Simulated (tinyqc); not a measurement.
# Worked calculation: surface potential of a MOS transistor: implicit equation and explicit approximations

tinyqc, about 0.01 s, one thread, Intel Xeon 2.30GHz (shared host): `OMP_NUM_THREADS=1 python tinyqc.py 2122015 2122016 out.jsonl` Printed values are rounded.

p-type body, charge-sheet picture, depletion and inversion only, full ionisation (an idealisation for deep acceptors), Boltzmann statistics (rough once Na exp(x - xn) passes about Nc/7). In units of Vt: xg = (Vg - Vfb)/Vt, x = psi/Vt, G = gamma/sqrt(Vt), xn = (2 phiF + Vc)/Vt. The implicit equation is (xg - x)^2 = G^2 [x - 1 + exp(x - xn)] for x above about 3. Cox = eps0 eox/tox.

Parameters, values chosen for the exercise; band and dielectric values close to those of silicon:

| symbol | value | unit | meaning |
|---|---|---|---|
| T | 350 | K | temperature |
| Eg | 1.1 | eV | band gap |
| eps_r | 11.7 |  | relative permittivity |
| Nc | 3.54e19 | cm^-3 | conduction-band density of states at T |
| Nv | 3.36e19 | cm^-3 | valence-band density of states at T |
| eox | 24.8 |  | relative permittivity of the gate insulator (close to zirconium oxide) |
| tox | 4.2 | nm | insulator thickness |
| Na | 1.3e18 | cm^-3 | acceptor density |
| Vfb | -0.7 | V | flat-band voltage |
| Vc | 0 | V | channel-body voltage |
| Vg | 0.02 | V | gate-body voltage |

Constants: q = 1.602176634e-19 C, kB = 1.380649e-23 J/K, Vt = kB T/q, eps0 = 8.8541878128e-14 F/cm where lengths are in cm. Results are converted to the units shown.

## Scales

ni = sqrt(Nc Nv) exp(-Eg/(2 Vt)), Eg in volts; phiF = Vt ln(Na/ni); gamma = sqrt(2 q eps0 eps_r Na)/Cox; VT = Vfb + Vt (xn + G sqrt(xn - 1)).

phiF = 0.451126 V
gamma = 0.125649 V^0.5
G = 0.723498
xn = 29.9148
VT = 0.319589 V
xg = 23.8722

## Explicit approximation

Depletion value a = 1 + [sqrt(G^2/4 + xg - 1) - G/2]^2; inversion value b = xn + ln[(xg - xn)^2/G^2 - xn + 1] and first guess y = min(a, b) - ln(1 + exp(-|a - b|)) if a > xn + 1, else b = y = a; one second-order correction with D = exp(y - xn), p = 2 (xg - y) + G^2 (1 + D), w = (xg - y)^2 - G^2 (y - 1 + D): z = y + 2 w/(p + sqrt(p^2 - 2 (2 - G^2 D) w)), or the Newton step z = y + w/p where the root is not real.

a = 20.6639
b = 20.6639
y = 20.6639
p = 6.94006
w = -5.02613e-5
z = 20.6639

The root of the implicit equation is x = 20.6639; y misses it by 7.2e-6 and z by -3.6e-15, in units of Vt.

## Starting value

x = y rounded to two decimals.

x at the start = 20.66

## Iteration 1: new x

D = exp(x - xn), f = (xg - x)^2 - G^2 (x - 1 + D), f' = -2 (xg - x) - G^2 (1 + D), x(new) = x - f/f'.

D = 9.56482e-5
f = 0.0268417
f' = -6.94780
x after iteration 1 = 20.6639

## Iteration 2: new x

As before.

D = 9.60185e-5
f = 1.49250e-5
f' = -6.94008
x after iteration 2 = 20.6639

## Course of the iteration

Stop when the step is below 1e-11, or after 60 iterations.

Course of the iteration:
```
iteration  x before the step      step
1                      20.66   3.86e-3
2                    20.6639   2.15e-6
3                    20.6639  6.64e-13
```

Converged in 3 iterations.

## Potential, charges and gate control

converged x = 20.6639

psi = Vt x; N_dep = Cox Vt G sqrt(x - 1)/q; N_inv = (Cox Vt G/q) [sqrt(x - 1 + exp(x - xn)) - sqrt(x - 1)]; dpsi/dVg = 1/[1 + G^2 (1 + exp(x - xn))/(2 (xg - x))].

psi = 0.623236 V
N_dep = 3.15758e12 cm^-2
N_inv = 7.7092e6 cm^-2
dpsi/dVg = 0.924568

psi lies 9.3 Vt below 2 phiF + Vc.
